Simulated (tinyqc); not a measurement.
# From kappa back to effective Grueneisen parameter gamma

Model: Debye-Callaway model of lattice thermal conductivity. Computed by tinyqc, a small Python program. Command: `OMP_NUM_THREADS=1 python tinyqc.py 3014896 3014897 out.jsonl callaway inv`. One thread of a shared host (Intel(R) Xeon(R) Processor @ 2.30GHz), about 0.04 s of CPU time with the checks.

Three acoustic branches with one velocity v, cut at omega_D = k_B Theta/hbar; x = hbar omega/(k_B T). v and Theta are separate inputs: Theta cuts off the heat-carrying modes, so C need not reach 3 k_B/V. gamma is an effective value that sets the umklapp rate.

Inputs (values chosen for the exercise, modelled on indium phosphide): sound velocity v = 3330 m/s; Debye temperature Theta = 319 K; volume per atom V = 25.3 angstrom^3; mean atomic mass M = 72.9 u; umklapp exponent divisor b = 3; vacancy fraction n_v = 8.1e-05; Casimir length L = 1100 micrometre; temperature T = 200 K.

Sample: crystal. Point defects: vacancies. Normal processes: left out.

Constants: k_B = 1.380649e-23 J/K; hbar = 1.054571817e-34 J s; u = 1.6605390666e-27 kg.

Method:
- A vacancy counts as a mass defect Delta M/M = -3 (the missing mass and twice its bonds), so Gamma = 9 n_v. A = V Gamma/(4 pi v^3).
- Rates: point defects A omega^4; umklapp B omega^2 T exp(-Theta/(b T)) with B = hbar gamma^2/(M v^2 Theta). Boundaries: v/L.
- kappa_1 = c int tau_C g dx, g = x^4 e^x/(e^x - 1)^2, c = (k_B/(2 pi^2 v)) (k_B T/hbar)^3, over 0 < x < min(Theta/T, 40), by 96 Gauss-Legendre points in s with x = x_max s^2; tau_C = tau_R, the inverse of the summed rates, and kappa = kappa_1.
- Heat capacity C = 3 c int g dx / v^2; grey free path 3 kappa/(C v); the median free path v tau_C halves kappa_1 when the quadrature points are ordered by free path (each counted at half its weight, interpolated in the logarithm); likewise at 10 % and 90 %.

Task: A run gave the result below. Find the effective Grueneisen parameter gamma, known to lie between 1 and 2.

kappa = 101.04 W/(m K)

Result:

Each step takes the trial c = (a f_b - b f_a)/(f_b - f_a), f being the result less the target and a, b, c the logarithms of the listed values; c replaces end b, the old b replaces a if the sign of f changed, and otherwise f_a is halved.

Scan of the range:
```
effective Grueneisen parameter gamma  kappa (W/(m K))
1.00                                          182.701
1.12                                          154.577
1.26                                          129.149
1.41                                          108.167
1.59                                           88.975
1.78                                           73.661
2.00                                           60.301
```

False position (Illinois rule, in the logarithm of the input) inside the bracket:
```
step    end a    end b    trial  kappa (W/(m K))
1     1.41000  1.59000  1.47434          100.670
2     1.41000  1.47434  1.46816          101.356
3     1.47434  1.46816  1.47100          101.040
4     1.46816  1.47100  1.47100          101.040
5     1.46816  1.47100  1.47100          101.040
6     1.47100  1.47100  1.47100          101.040
```

Kappa falls at every point of a 13-point scan of the range (every second point is shown), so one value fits; it is bracketed by 1.41 and 1.59. Answer: effective Grueneisen parameter gamma = 1.471.
